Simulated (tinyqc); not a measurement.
Sp3 tight binding, zinc-blende lattice, step by step. One step of it, computed by the program tinyqc.

Question. Levels at k. Diagonalise the Hermitian matrix.

H(k) at k (eV), order a s, a px, a py, a pz, c s, c px, c py, c pz:
$$\begin{pmatrix}
-15.980000 & 0.000000 & 0.000000 & 0.000000 & -12.578919-0.176320i & 0.489921+1.746329i & -0.691421-1.237399i & 0.276591+3.093238i \\
0.000000 & -8.690000 & 0.000000 & 0.000000 & -0.489921-1.746329i & 3.049435+0.042744i & 0.320505+3.584340i & -0.801195-1.433856i \\
0.000000 & 0.000000 & -8.690000 & 0.000000 & 0.691421+1.237399i & 0.320505+3.584340i & 3.049435+0.042744i & 0.567704+2.023587i \\
0.000000 & 0.000000 & 0.000000 & -8.690000 & -0.276591-3.093238i & -0.801195-1.433856i & 0.567704+2.023587i & 3.049435+0.042744i \\
-12.578919+0.176320i & -0.489921+1.746329i & 0.691421-1.237399i & -0.276591+3.093238i & -8.230000 & 0.000000 & 0.000000 & 0.000000 \\
0.489921-1.746329i & 3.049435-0.042744i & 0.320505-3.584340i & -0.801195+1.433856i & 0.000000 & -4.650000 & 0.000000 & 0.000000 \\
-0.691421+1.237399i & 0.320505-3.584340i & 3.049435-0.042744i & 0.567704-2.023587i & 0.000000 & 0.000000 & -4.650000 & 0.000000 \\
0.276591-3.093238i & -0.801195+1.433856i & 0.567704-2.023587i & 3.049435-0.042744i & 0.000000 & 0.000000 & 0.000000 & -4.650000
\end{pmatrix}$$

Give: eigenvalues; weights |c|^2 of the basis functions.

Answer.

eigenvalues (eV): [-25.9229, -12.9324, -12.0678, -11.3710, -2.0830, -1.2939, -0.9595, 2.4004]

weights |c|^2 of the basis functions, order a s, a px, a py, a pz, c s, c px, c py, c pz:
$$\begin{pmatrix}
0.6271 & 0.0264 & 0.0010 & 0.0060 & 0.0016 & 0.0005 & 0.0318 & 0.3055 \\
0.0027 & 0.2414 & 0.2696 & 0.1675 & 0.0402 & 0.1481 & 0.1121 & 0.0183 \\
0.0014 & 0.2364 & 0.4011 & 0.0370 & 0.0125 & 0.1590 & 0.1398 & 0.0128 \\
0.0080 & 0.1631 & 0.0156 & 0.5059 & 0.2271 & 0.0046 & 0.0400 & 0.0356 \\
0.3439 & 0.0323 & 0.0015 & 0.0079 & 0.0076 & 0.0016 & 0.0666 & 0.5385 \\
0.0038 & 0.1089 & 0.1348 & 0.0627 & 0.1005 & 0.3323 & 0.2324 & 0.0246 \\
0.0020 & 0.1297 & 0.1679 & 0.0133 & 0.0294 & 0.3432 & 0.2953 & 0.0191 \\
0.0111 & 0.0616 & 0.0085 & 0.1996 & 0.5810 & 0.0106 & 0.0821 & 0.0455
\end{pmatrix}$$
